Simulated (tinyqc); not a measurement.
From break-up time back to wire radius r: capillary instabilities by surface diffusion: grooving and agglomeration of films, edge retraction, wire break-up and smoothing of roughness. Computed by tinyqc, a small Python program. Command: `OMP_NUM_THREADS=1 python tinyqc.py 3010817 3010818 out.jsonl dewet inv`. One thread of a shared host (Intel(R) Xeon(R) Processor @ 2.30GHz), about 0.01 s of CPU time with the checks.

Isotropic surface energy; shapes change by surface diffusion alone.

Inputs (values chosen for the exercise, for a model film):
```
quantity                      value        unit
surface energy gamma_s         1.59       J/m^2
atomic volume Omega              17  angstrom^3
surface sites nu                 15      1/nm^2
prefactor D0                1.7e-05       m^2/s
activation energy Q           0.903          eV
temperature T                   541           K
time t                           10           s
initial ripple over radius     0.02           -
```

Constants: k_B = 8.617333262e-05 eV/K; k_B = 1.380649e-23 J/K.

Method. B = D_s nu gamma_s Omega^2/(k_B T), D_s = D0 exp(-Q/(k_B T)). A wire with r + A cos(k z) has dA/dt = (B/r^4) (kr)^2 [1 - (kr)^2] A: unstable for wavelengths above 2 pi r, fastest at kr = 1/sqrt 2 with the rate B/(4 r^4); break-up time about (4 r^4/B) ln(r/A0); each wavelength makes a sphere of radius (3 r^2 lambda_m/4)^(1/3).

Task: A run gave the result below. Find the wire radius r, known to lie between 16 and 42 nm.

break-up time = 149.0511 s

Result:

Each step takes the trial c = (a f_b - b f_a)/(f_b - f_a), f being the result less the target and a, b, c the logarithms of the listed values; c replaces end b, the old b replaces a if the sign of f changed, and otherwise f_a is halved.

Scan of the range:
```
wire radius r (nm)  break-up time (s)
16.0                           16.883
18.8                           32.180
22.1                           61.451
25.9                          115.920
30.4                          220.015
35.8                          423.146
42.0                          801.595
```

False position (Illinois rule, in the logarithm of the input) inside the bracket:
```
step    end a    end b    trial  break-up time (s)
1     25.9000  30.4000  27.2548            142.145
2     30.4000  27.2548  27.5201            147.760
3     30.4000  27.5201  27.6164            149.840
4     27.5201  27.6164  27.5798            149.048
5     27.6164  27.5798  27.5800            149.051
6     27.6164  27.5800  27.5800            149.051
7     27.5800  27.5800  27.5800            149.051
```

Break-up time rises at every point of a 13-point scan of the range (every second point is shown), so one value fits; it is bracketed by 25.9 and 30.4. The scan shows a pure power law with exponent 4.000, so scaling from any one row also gives the answer directly. Answer: wire radius r = 27.58 nm.

Caution: faceting can stabilise wires along low-index directions.
